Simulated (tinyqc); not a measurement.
Bandgap voltage reference from two bipolar transistors: one step of the calculation.

Two transistors of area 1 and N carry the same current I. Is(T) = Is (T/T0)^eta exp[(Vg0 q/kB)(1/T0 - 1/T)], VBE1 = Vt ln(I/Is(T)) + I rb, VBE2 = Vt ln(I/(N Is(T))) + I rb/N. The amplifier forces I R1(T) = VBE1 - VBE2 + Vos, with R(T) = R (1 + tc (T - T0)) for both resistors, and the output is Vref = VBE1 + I R2(T). Base currents and the Early effect are neglected.

Question. Resistor for zero slope at T0, ideal case. With tc = 0, Vos = 0 and rb = 0 the current is proportional to T, dVBE/dT = (VBE - Vg0 - (eta - 1) Vt)/T, and Vref has zero slope at T0 when Vref = Vg0 + (eta - 1) Vt0. Find VBE1, its slope, that Vref, R2/R1 and the curvature d2Vref/dT2 = -(eta - 1) kB/(q T0).

Values chosen for this exercise; values of the order met in silicon bipolar transistors:
```
symbol    value  unit                                                   meaning
T0          298     K                                     reference temperature
Vg0       1.156     V                      band-gap voltage extrapolated to 0 K
eta         4.3                  temperature exponent of the saturation current
Is      6.2e-16     A           saturation current of the unit transistor at T0
N             4                             area ratio of the second transistor
R1          8.3  kohm  resistor across which the difference of VBE falls, at T0
```

Constants: q = 1.602176634e-19 C, kB = 1.380649e-23 J/K. Results are converted to the units shown.

Find: VBE1; dVBE/dT; Vref; R2/R1; curvature.

Answer.

VBE1 = 0.58183 V
dVBE/dT = -2.2111 mV/K
Vref = 1.2407 V
R2/R1 = 18.509
curvature = -0.95427 uV/K^2

Numbers from tinyqc (`OMP_NUM_THREADS=1 python tinyqc.py 2062130 2062131 out.jsonl`; about 0.02 s on one thread of a shared Intel Xeon 2.30GHz).
